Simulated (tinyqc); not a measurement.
Band folding and unfolding in a supercell of a chain: one step. Moments of the spectral function.

A chain with hopping -t and n = 2 sites a supercell. H(K) has v_j on the diagonal, -t between neighbours and -t exp(2 pi i K) on the bond that closes the cell (from the last site to the first of the next cell). The point K holds the n wave vectors k_m = (K + m)/n of the primitive zone, in 2 pi/a, m = 0 to n - 1, with E0 = -2t cos(2 pi k_m). The unfolding weight of a state c on k_m is |sum_j c_j exp(-2 pi i k_m j)|^2/n, j = 0 to n - 1.

levels (eV): -2.123655  3.723655

weights:
```
,level 1,level 2
m=0,0.98092,0.01908
m=1,0.01908,0.98092
```

Question. For each k_m: mean sum_i W E_i and variance sum_i W E_i^2 less the mean squared. The mean must be E0 plus the average of v, and the variance that of v.

Give: Moments.

Answer.

Moments:
```
m,mean (eV),variance (eV^2)
0,-2.012,0.640
1,3.612,0.640
```

The average of v is 0.8000 eV and its variance 0.6400 eV^2: the virtual crystal gives the mean, and the variance is the spread of weight over several levels that it leaves out.

Computed by tinyqc, a small Python program: `OMP_NUM_THREADS=1 python tinyqc.py 1452597 1452598 out.jsonl` (the numbers bound the seed that draws the inputs); one thread of a shared host (Intel(R) Xeon(R) Processor @ 2.30GHz), about 0.01 s for the whole set of steps.
